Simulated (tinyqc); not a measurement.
MOSFET in the linear regime without short-channel effects, parameter extraction from computed curves: one step of the calculation.

Inversion charge Q = Cox n Vt W0(exp((Vg - VT)/(n Vt))), W0 the Lambert function and n = nf; u = Q/Cox; mobility mu = mu0/(1 + th1 u + th2 u^2); channel resistance Rch = (L - dL)/(W mu Q); Id = Vd/(Rch + Rsd/W). Cox = eps0 eox/tox. Small Vd, no channel-length or drain effects.

Question. Transfer curve. u, mu, Rch and Id as defined.

Inputs (values chosen for the exercise); channel values of the order met in silicon transistors:
```
symbol,value,unit,meaning
T,300,K,temperature
eox,22.4,,relative permittivity of the gate insulator (close to hafnium oxide)
tox,5.7,nm,insulator thickness
mu0,310,cm^2/(V s),low-field mobility
th1,0.25,1/V,first mobility attenuation factor
th2,0,1/V^2,second mobility attenuation factor
VT,0.45,V,threshold voltage
nf,1.17,,body factor
W,0.5,um,gate width
L,0.12,um,drawn gate length
dL,0.01,um,drawn less effective length
Rsd,140,ohm um,source plus drain resistance
Vd,0.025,V,drain voltage
```

Constants: q = 1.602176634e-19 C, kB = 1.380649e-23 J/K, Vt = kB T/q, eps0 = 8.8541878128e-14 F/cm where lengths are in cm. Results are converted to the units shown.

| point | Vg (V) |
|---|---|
| 0 | 0.29 |
| 1 | 0.37 |
| 2 | 0.45 |
| 3 | 0.53 |
| 4 | 0.61 |
| 5 | 0.69 |
| 6 | 0.77 |
| 7 | 0.85 |
| 8 | 0.93 |
| 9 | 1.01 |
| 10 | 1.09 |
| 11 | 1.17 |

Find: u; mu; Rch; Id.

Answer.

| point | u (V) | mu (cm^2/(V s)) | Rch (ohm) | Id (uA) |
|---|---|---|---|---|
| 0 | 1.5176e-4 | 309.99 | 1.3440e6 | 0.018598 |
| 1 | 0.0020098 | 309.84 | 1.0153e5 | 0.24555 |
| 2 | 0.017154 | 308.68 | 11941 | 2.0457 |
| 3 | 0.059524 | 305.45 | 3477.5 | 6.6534 |
| 4 | 0.11866 | 301.07 | 1769.9 | 12.196 |
| 5 | 0.18519 | 296.28 | 1152.3 | 17.454 |
| 6 | 0.25546 | 291.39 | 849.37 | 22.136 |
| 7 | 0.32791 | 286.51 | 672.98 | 26.234 |
| 8 | 0.40177 | 281.71 | 558.64 | 29.810 |
| 9 | 0.47660 | 277.00 | 478.93 | 32.941 |
| 10 | 0.55215 | 272.40 | 420.38 | 35.695 |
| 11 | 0.62825 | 267.92 | 375.64 | 38.131 |

Computed by the program tinyqc: `OMP_NUM_THREADS=1 python tinyqc.py 2210166 2210167 out.jsonl`, one thread of a shared Intel Xeon 2.30GHz, about 0.01 s for the whole run.
